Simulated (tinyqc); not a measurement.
From rate at the outlet over rate at the inlet back to gas velocity U: chemical vapour deposition: Grove model, boundary layer, depletion and step coverage. Computed by tinyqc, a small Python program. Command: `OMP_NUM_THREADS=1 python tinyqc.py 3025905 3025906 out.jsonl cvd inv`. One thread of a shared host (Intel(R) Xeon(R) Processor @ 2.30GHz), about 0.02 s of CPU time with the checks.

A precursor diffuses to the surface and reacts there at first order; each molecule that reacts adds one formula unit of film.

Inputs (values chosen for the exercise, close to those used for silicon dioxide from an alkoxysilane): prefactor k0 of k_s = 1.6e+09 cm/s; activation energy E = 1.82 eV; temperature T = 680 C; total pressure p = 760 torr; mole fraction of the precursor Y = 0.017; gas diffusivity D0 at 273.15 K and 760 torr = 0.39 cm^2/s; film density N = 2.2e+22 formula units/cm^3; precursor mass M = 208 u; kinematic viscosity nu0 at 273.15 K and 760 torr = 0.32 cm^2/s; susceptor length L = 23 cm; channel height b = 9.3 cm.

Reactor: horizontal, atmospheric.

Constants: k_B = 1.380649e-23 J/K; u = 1.6605390666e-27 kg; k_B = 8.617333262e-05 eV/K.

Method:
- k_s = k0 exp(-E/(k_B T)); C_g = Y p/(k_B T), 1 torr = 133.322 Pa; D = D0 (T/273.15)^1.75 (760/p).
- Temperatures in kelvin are T(C) + 273.15.
- Mean speed c = sqrt(8 k_B T/(pi M)); reactive sticking probability beta = 4 k_s/c.
- nu = nu0 (T/273.15)^1.75 (760/p); Re = U L/nu; mean boundary layer delta = (2/3) L/sqrt(Re), at most b/2; h_g = D/delta.
- Fluxes in series: C_s = C_g/(1 + k_s/h_g); growth rate G = k_s h_g/(k_s + h_g) C_g/N; 1 cm/s = 6e8 nm/min.
- Plug flow: U b dC/dx = -k_eff C with k_eff = k_s h_g/(k_s + h_g), so C falls as exp(-k_eff x/(U b)); the used share of the precursor is 1 - C(L)/C(0).

Problem. A run gave the result below. Find the gas velocity U, known to lie between 29 and 39 cm/s.

rate at the outlet over rate at the inlet = 0.9751915

Solution.

Each step takes the trial c = (a f_b - b f_a)/(f_b - f_a), f being the result less the target and a, b, c the logarithms of the listed values; c replaces end b, the old b replaces a if the sign of f changed, and otherwise f_a is halved.

Scan of the range:
```
gas velocity U (cm/s)  rate at the outlet over rate at the inlet
29.0                                                    0.971154
30.5                                                    0.972486
32.0                                                    0.973699
33.6                                                    0.974879
35.3                                                    0.976020
37.1                                                    0.977120
39.0                                                    0.978175
```

False position (Illinois rule, in the logarithm of the input) inside the bracket:
```
step    end a    end b    trial  rate at the outlet over rate at the inlet
1     33.6000  35.3000  34.0574                                   0.975197
2     33.6000  34.0574  34.0429                                   0.975187
3     34.0574  34.0429  34.0500                                   0.975192
```

Rate at the outlet over rate at the inlet rises at every point of a 13-point scan of the range (every second point is shown), so one value fits; it is bracketed by 33.6 and 35.3. Answer: gas velocity U = 34.05 cm/s.

Caution: a growth rate above 1 um/min is far higher than usual for an oxide or nitride film.
